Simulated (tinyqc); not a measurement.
Depletion-mode phase shifter in a rib waveguide and its Mach-Zehnder modulator: effect of the donor density.

A lateral p-n junction at x0 in a waveguide whose mode intensity is a Gaussian of rms width s about x = 0; p side at smaller x. Reverse bias removes carriers and raises the index. Abrupt junction, doping uniform over the whole mode, lumped electrode (no travelling-wave effects).

Free-carrier changes (empirical, N and P in cm^-3): |dn| = 8.5e-18 P^0.8 for holes, 8.8e-22 N for electrons; absorption 6e-18 P and 8.5e-18 N in 1/cm. W = sqrt(2 eps0 eps_r (Vb + V)(1/Na + 1/Nd)/q); edges xp = x0 - W Nd/(Na + Nd), xn = x0 + W Na/(Na + Nd); F(x) = [1 + erf(x/(sqrt(2) s))]/2. dneff = G {dn_h [F(xp(0)) - F(xp(V))] + dn_e [F(xn(V)) - F(xn(0))]}; VpiL = lam V/(2 dneff); loss = a0 + 4.343 G {a_h F(xp) + a_e [1 - F(xn)]} dB/cm at V; C = eps0 eps_r hr/W + Cf; fRC = 1/(2 pi Rs C).

Values chosen for this exercise; values close to those of silicon near 1550 nm: wavelength lam = 1530 nm; relative permittivity of the semiconductor eps_r = 11.7; acceptor density Na = 4.5e17 cm^-3; built-in voltage Vb = 0.85 V; rms width of the lateral mode intensity s = 110 nm; junction offset towards the n side x0 = 0 nm; vertical confinement times ng/n G = 1.05; rib height hr = 150 nm; fringe capacitance Cf = 49 pF/m; series resistance Rs = 5.6 ohm mm; reverse bias V = 3 V; passive loss a0 = 0.7 dB/cm.

Constants: q = 1.602176634e-19 C, eps0 = 8.8541878128e-14 F/cm where lengths are in cm. Results are converted to the units shown.

Result of one run:

| Nd (cm^-3) | dneff | VpiL (V cm) | loss (dB/cm) | VpiL x loss (V dB) | C (pF/m) | fRC (GHz) |
|---|---|---|---|---|---|---|
| 3.3e17 | 1.8454e-4 | 1.2436 | 6.5222 | 8.1110 | 145.09 | 195.88 |

What becomes of these results when the donor density Nd is changed from 3.3e17 to 1.1e18 cm^-3, all else the same?

Result of the changed run:

| Nd (cm^-3) | dneff | VpiL (V cm) | loss (dB/cm) | VpiL x loss (V dB) | C (pF/m) | fRC (GHz) |
|---|---|---|---|---|---|---|
| 1.1e18 | 2.3710e-4 | 0.96796 | 19.102 | 18.490 | 173.45 | 163.85 |

The whole series:

| Nd (cm^-3) | dneff | VpiL (V cm) | loss (dB/cm) | VpiL x loss (V dB) | C (pF/m) | fRC (GHz) |
|---|---|---|---|---|---|---|
| 5e16 | 7.8260e-5 | 2.9325 | 5.3995 | 15.834 | 95.717 | 296.92 |
| 9.4e16 | 1.0882e-4 | 2.1090 | 5.0579 | 10.667 | 110.41 | 257.41 |
| 1.7e17 | 1.4419e-4 | 1.5916 | 5.1054 | 8.1259 | 126.36 | 224.92 |
| 3.3e17 | 1.8454e-4 | 1.2436 | 6.5222 | 8.1110 | 145.09 | 195.88 |
| 6.1e17 | 2.1570e-4 | 1.0640 | 10.588 | 11.265 | 161.07 | 176.45 |
| 1.1e18 | 2.3710e-4 | 0.96796 | 19.102 | 18.490 | 173.45 | 163.85 |
| 2.1e18 | 2.5188e-4 | 0.91115 | 37.769 | 34.413 | 183.06 | 155.25 |
| 4e18 | 2.6027e-4 | 0.88177 | 74.170 | 65.401 | 189.06 | 150.32 |

As Nd goes from 5e16 to 4e18 cm^-3, VpiL falls from 2.93 to 0.882 V cm, the loss goes from 5.40 through a minimum of 5.06 (at Nd = 9.4e16 cm^-3 among the rows listed) to 74.2 dB/cm, their product goes from 15.8 through a minimum of 8.11 (at Nd = 3.3e17 cm^-3 among the rows listed) to 65.4 V dB and fRC falls from 297 to 150 GHz. Rs is held fixed, though in a real device it falls with doping.

tinyqc, about 0.01 s, one thread, Intel Xeon 2.30GHz (shared host): `OMP_NUM_THREADS=1 python tinyqc.py 2650033 2650034 out.jsonl`
